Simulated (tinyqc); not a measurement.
# Current crowding under a contact, resistor ladder against the transmission-line model: two studies

A metal contact of length d and width W on a thin layer of the same width. The metal has no resistance, the sheet resistance under it equals Rsh, and current enters the layer at the front edge x = 0.

Parameters, values chosen for the exercise: sheet resistance of the semiconductor layer Rsh = 65 ohm/sq; specific contact resistivity rc = 5.9e-9 ohm cm^2; contact length d = 0.13 um; contact width W = 2.4 um.

Each table varies one quantity; the others keep the values above.

## Effect of the contact resistivity

Transfer length Lt = sqrt(rc/Rsh); front resistance Rc = (Rsh Lt/W) coth(d/Lt); end resistance Re = (Rsh Lt/W)/sinh(d/Lt).

Effect of the contact resistivity:
```
rc (ohm cm^2)  Lt (um)    d/Lt  Rc W (ohm um)
1.3e-10        0.01414   9.192         0.9192
3.8e-10        0.02418   5.377          1.572
1.1e-9         0.04114   3.160          2.684
3.3e-9         0.07125   1.824          4.879
9.9e-9          0.1234   1.053          10.24
3e-8            0.2148  0.6051          25.83
8.8e-8          0.3679  0.3533          70.49
2.6e-7          0.6325  0.2055          202.8
```

What does the comparison show?

Rc W rises from 0.919 to 203 ohm um, as rc^(0.50) between the first two rows (d/Lt = 9.2) and rc^(0.98) between the last two (d/Lt = 0.21); a long contact gives the power 1/2 and a short one 1. In 1 of the 8 rows Lt is below 20 nm, near the thickness of a real layer, where current spreads in depth and the line model fails.

## Effect of the contact length

Same model as above.

Effect of the contact length:
```
d (um)     d/Lt  Rc W (ohm um)  rc/d (ohm um)     Re/Rc
0.01    0.10496         59.217         59.000   0.99452
0.018   0.18893         33.167         32.778   0.98241
0.03    0.31488         20.312         19.667   0.95239
0.051   0.53530         12.653         11.569   0.87205
0.088   0.92366         8.5109         6.7045   0.68597
0.15     1.5744         6.7479         3.9333   0.39721
0.26     2.7290         6.2458         2.2692   0.13001
0.44     4.6183         6.1939         1.3409  0.019737
```

Rc W falls from 59.2 to 6.19 ohm um, as d^(-0.99) between the first two rows. It levels off at sqrt(rc Rsh) = 6.19 ohm um and, among the rows, is within 5 % of that from d = 0.26 um on (Lt = 0.0953 um): metal beyond two transfer lengths lowers Rc by less than 4 %.

tinyqc, about 0.01 s, one thread, Intel Xeon 2.30GHz (shared host): `OMP_NUM_THREADS=1 python tinyqc.py 2760082 2760083 out.jsonl`
